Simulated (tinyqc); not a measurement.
# Floating body of a partially depleted SOI transistor: body voltage and kink: effects of single changes

Source at 0 V. Channel current Ic = 2 nf K Vt^2 [F(0) - F(Vd)](1 + la Vd), F(V) = ln^2(1 + exp((Vg - VT - nf V)/(2 nf Vt))), VT = VT0 - gb Vb. Saturation voltage Vs = 2 Vt sqrt(F(0)) + 3 Vt, excess Ve = (Vd - Vs + sqrt((Vd - Vs)^2 + 0.0004 V^2))/2, multiplication M1 = Ai Ve exp(-Bl/Ve). Each junction passes D(v) = J1 (exp(v/Vt) - 1) + J2 (exp(v/(2 Vt)) - 1). Bipolar current Ib = bb J1 (exp(Vb/Vt) - 1). The body settles where M1 (Ic + Ib) = D(Vb) + D(Vb - Vd) + Vb/Rb; drain current Id = (1 + M1)(Ic + Ib) - D(Vb - Vd).

Values chosen for this exercise; values of the order met in partially depleted silicon-on-insulator transistors: temperature T = 330 K; threshold at zero body voltage VT0 = 0.32 V; fall of the threshold per volt of body voltage gb = 0.32; slope factor nf = 1.19; gain factor per width K = 250 uA/(V^2 um); channel-length modulation factor la = 0.08 1/V; impact-ionisation prefactor Ai = 3.76 1/V; impact-ionisation voltage Bl = 7 V; diffusion saturation current of each junction J1 = 4.1e-12 uA/um; recombination saturation current of each junction J2 = 1.6e-7 uA/um; gain of the lateral bipolar transistor on the diffusion current bb = 3; resistance of a weak body tie to the source (1e9 stands for no tie, and the term is then dropped) Rb = 7e5 kohm um; gate voltage Vg = 0.47 V; drain voltage Vd = 2.5 V.

Constants: q = 1.602176634e-19 C, kB = 1.380649e-23 J/K, Vt = kB T/q. Results are converted to the units shown.

Each table varies one quantity; the others keep the values above.

## Output curve and kink

Rows with more than one solution for Vb (latch) are left out; dId/dVd by a forward difference over 1e-4 V, swing = 1e-4 V over the change of log10 Id; M1 under 1e-12 is printed as 0.

Output curve and kink:

| Vd (V) | Vb (V) | M1 | Id, floating (uA/um) | Id, grounded (uA/um) | ratio | dId/dVd, floating (uS/um) | dId/dVd, grounded (uS/um) |
|---|---|---|---|---|---|---|---|
| 0.8 | 0.02464 | 1.166e-5 | 3.012 | 2.755 | 1.093 | 5.940 | 0.2080 |
| 1 | 0.4016 | 8.631e-5 | 8.870 | 2.797 | 3.171 | 39.63 | 0.2209 |
| 1.2 | 0.5849 | 6.870e-4 | 13.14 | 2.846 | 4.617 | 12.94 | 0.2777 |
| 1.4 | 0.6546 | 0.003783 | 15.30 | 2.914 | 5.252 | 9.763 | 0.4112 |
| 1.6 | 0.6986 | 0.01326 | 17.36 | 3.017 | 5.755 | 11.53 | 0.6356 |
| 1.8 | 0.7314 | 0.03424 | 20.24 | 3.174 | 6.377 | 18.30 | 0.9470 |
| 2 | 0.7589 | 0.07184 | 25.31 | 3.400 | 7.442 | 34.83 | 1.331 |
| 2.2 | 0.7850 | 0.1302 | 36.03 | 3.710 | 9.710 | 81.30 | 1.772 |

What does the table show?

Vb rises from 0.0246 to 0.785 V and the ratio of the currents rises from 1.09 to 9.71. The output conductance with a floating body exceeds the grounded value by the largest factor among the rows, 179, at Vd = 1 V, where Vb = 0.402 V and M1 = 8.63e-5.

## Transfer curve and swing

Same model as above.

Transfer curve and swing:

| Vg (V) | Vb (V) | M1 | Id, floating (uA/um) | Id, grounded (uA/um) | ratio | swing, floating (mV/decade) | swing, grounded (mV/decade) |
|---|---|---|---|---|---|---|---|
| 0.27 | 1.008 | 0.3335 | 4.042e4 | 0.1305 | 3.097e5 | -20.84 | 94.69 |
| 0.37 | 0.8538 | 0.3071 | 193.2 | 1.067 | 181.0 | -216.1 | 132.3 |
| 0.47 | 0.8368 | 0.2610 | 121.0 | 4.350 | 27.82 | -1418 | 207.5 |
| 0.57 | 0.8308 | 0.2176 | 113.9 | 10.74 | 10.61 | 3.338e4 | 313.1 |
| 0.67 | 0.8272 | 0.1786 | 118.4 | 20.02 | 5.916 | 3724 | 435.2 |

Vb falls from 1.01 to 0.827 V. The smallest swing among the rows is -1420 mV a decade with a floating body (at Vg = 0.47 V) and 94.7 with a grounded one; Vt ln 10 = 65.5. The floating swing is smaller by more than 3 % for Vg = 0.27, 0.37, 0.47 V, where the rising Vb lowers the threshold as Vg rises. In the first row the floating body raises the current by a factor of 3.10e5.

Range of the model: The multiplication law is an empirical form chosen for the exercise; self-heating and capacitive coupling to the body are left out, and the linear laws are rough once Vb passes about 0.7 V or M1 about 0.1.

Program tinyqc, `OMP_NUM_THREADS=1 python tinyqc.py 2182243 2182244 out.jsonl`; Intel Xeon 2.30GHz, shared host, one thread, about 0.2 s.
